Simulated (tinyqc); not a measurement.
Heisenberg spin cluster by exact diagonalisation: multiplets, susceptibility, level crossings. Changing the temperature T. Computed by tinyqc, a small Python program. Command: `OMP_NUM_THREADS=1 python tinyqc.py 3003103 3003104 out.jsonl spincl sweep`. One thread of a shared host (Intel(R) Xeon(R) Processor @ 2.30GHz), about 0.01 s of CPU time with the checks.

H = J1 sum S_i.S_j over the bonds 1-2 - g mu_B B S_z; J > 0 is antiferromagnetic.

Inputs (values chosen for the exercise, for a model cluster): exchange J1 = 0.785 meV; g factor = 2.17; field B = 3.1 T.

Cluster: dimer. Spin s of each site: 1.

Constants: k_B = 8.617333262e-05 eV/K; mu_B = 5.7883818060e-05 eV/T.

Method:
- Every multiplet has one member in the block S_z = 0; diagonalise it and read the total spin from <S^2> = S (S + 1).
- Z = sum k (2S + 1) exp(-E/(k_B T)) over the table, k the number of multiplets; <S^2> likewise with the factor S (S + 1); chi T = N_A g^2 mu_B^2 <S^2>/(3 k_B) = 0.125049 g^2 <S^2> cm^3 K/mol (cgs, per mole of clusters); C = (<E^2> - <E>^2)/(k_B T)^2; entropy = ln Z + <E>/(k_B T).
- Each multiplet splits as E - g mu_B B m; <S_z> is the Boltzmann mean. The first level crossing is at the smallest (E_S - E_0)/(g mu_B (S - S_0)) over higher spins (0 if the ground state has the highest spin).

One run for each value:
```
temperature T (K)  chi T (cm^3 K/mol)  heat capacity (k_B)  entropy (k_B)    <S_z>
1.2                        1.7809e-03               0.0870         0.0130  0.02131
1.9                        2.8538e-02               0.5439         0.1407  0.08069
3.2                        1.7743e-01               1.0774         0.5902  0.17599
5.2                        4.5589e-01               1.0388         1.1141  0.23892
8.6                        8.7223e-01               0.8395         1.5948  0.26423
14.0                       1.3287e+00               0.4894         1.9204  0.24325
23.0                       1.7085e+00               0.2131         2.0881  0.18972
38.0                       1.9643e+00               0.0809         2.1571  0.13206
63.0                       2.1218e+00               0.0293         2.1828  0.08610
```

Over the rows, chi T (cm^3 K/mol) rises from 0.00178 to 2.12 (exponent d ln y / d ln x 6.0 between the first rows and 0.15 between the last); heat capacity (k_B) goes from 0.0870 through a maximum among these rows, 1.08 at 3.20, to 0.0293; entropy (k_B) rises from 0.0130 to 2.18 (exponent d ln y / d ln x 5.2 between the first rows and 0.023 between the last).

Extremes, crossings and ranges named in words are read from the listed rows.
